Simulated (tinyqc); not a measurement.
Signal and retention of a DRAM cell: failing cells against the refresh interval.

A stored one starts at Vd and leaks: Cs dV/dt = -I(V), I = a sqrt((V + Vb)/(Vd + Vb)) + b, with a = Ig exp[-(Eg1 q/kB)(1/T - 1/T0)] (generation in a depletion layer) and b = Is exp[-(Es q/kB)(1/T - 1/T0)]. The bit line is precharged to Vd/2, and charge sharing gives the signal (V - Vd/2) Cs/(Cs + Cb).

The cell fails below Vc = Vd/2 + dm (Cs + Cb)/Cs. With s = sqrt((Vc + Vb)/(Vd + Vb)), the time from Vd to Vc is t = [2 Cs (Vd + Vb)/a] [1 - s - (b/a) ln((a + b)/(a s + b))]. This time is the median of a log-normal spread: failing cells = Nc erfc(z/sqrt 2)/2, z = ln(t/tr)/sg.

Inputs (values chosen for the exercise):
- Vd = 1.4 V (array voltage)
- Cs = 25 fF (cell capacitance)
- Cb = 85 fF (bit-line capacitance)
- dm = 48 mV (smallest signal that the sense amplifier resolves)
- Vb = 1.34 V (built-in plus back-bias voltage of the storage junction)
- Ig = 7.5 fA (junction leakage at V = Vd and T0)
- Is = 0.063 fA (voltage-independent leakage at T0)
- Es = 0.42 eV (activation energy of Is)
- T0 = 358 K (reference temperature)
- T = 358 K (temperature)
- sg = 0.59 (deviation of ln(retention time) over the cells)
- Nc = 1.72e10 (cells)
- Eg1 = 0.51 eV (activation energy of Ig)

Constants: q = 1.602176634e-19 C, kB = 1.380649e-23 J/K. Results are converted to the units shown.

Failing cells against the refresh interval:
```
tr (ms),z,failing cells
16,7.902,2.351e-5
32,6.728,0.1483
64,5.553,241.7
128,4.378,1.030e5
256,3.203,1.169e7
512,2.028,3.657e8
1024,0.8535,3.383e9
2048,-0.3213,1.077e10
```

Doubling the interval lowers z by ln 2/sg = 1.17 and multiplies the count by 6310 between the first two rows and by 3.18 between the last two. The count passes 1 at tr = 64 ms among the rows.

Range of the model: Real arrays also hold a tail of unusually leaky cells and cells whose retention varies in time, which this model lacks.

Program tinyqc, `OMP_NUM_THREADS=1 python tinyqc.py 2130010 2130011 out.jsonl`; Intel Xeon 2.30GHz, shared host, one thread, about 0.01 s.
